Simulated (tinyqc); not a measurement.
The network against temperature: hopping conduction between localised states. Computed by tinyqc, a small Python program. Command: `OMP_NUM_THREADS=1 python tinyqc.py 3021753 3021754 out.jsonl hop walk`. One thread of a shared host (Intel(R) Xeon(R) Processor @ 2.30GHz), about 0.01 s of CPU time with the checks.

Energies are counted from the Fermi level. A small network shows the mechanism; the laws of an infinite system follow.

Inputs (values chosen for the exercise, for a model impurity band): localisation length xi = 0.43 nm; temperature T = 19 K.

Dimension: 2D.

sites of the small network (nm, nm, meV):
```
      x     y  energy
1     0  0.34    0.32
2  0.59  1.05    3.82
3  1.53  0.65   -5.57
4  2.21  0.82    5.04
5  3.05  0.04       4
6   4.1  0.05   -0.56
```

Constants: k_B = 8.617333262e-05 eV/K.

Method:
- Miller-Abrahams exponent s_ij = 2 r_ij/xi + (|E_i| + |E_j| + |E_i - E_j|)/(2 k_B T); G_ij = G_0 exp(-s_ij).
- Site 1 is held at potential 1 and site 6 at 0; Kirchhoff's law sum_j G_ij (u_i - u_j) = 0 fixes the others; G = sum_j G_1j (1 - u_j).
- Critical exponent s_c: the smallest value such that bonds with s_ij <= s_c connect site 1 with site 6.
- The last column is the length of the critical bond.

Network:
```
T (K)  -ln(G/G_0)     s_c  critical hop (nm)
5.7        17.815  17.871             1.6362
8.6        14.418  14.411             1.6362
13.0       11.932  12.109             1.6362
19.0       10.179  10.487             1.0216
28.0        8.865   8.643             1.0216
48.0        7.707   7.022             1.0216
95.0        6.939   5.947             1.1463
280.0       6.444   5.541             1.1463
```

What follows from these numbers?

-ln(G/G_0) follows s_c within 1.0. The critical hop is 1.64 nm long at the lowest T and 1.15 nm at the highest: on cooling the carrier goes farther to find a site of nearer energy, which is variable-range hopping, though in so small a sample not at every step.

Extremes, crossings and ranges named in words are read from the listed rows.
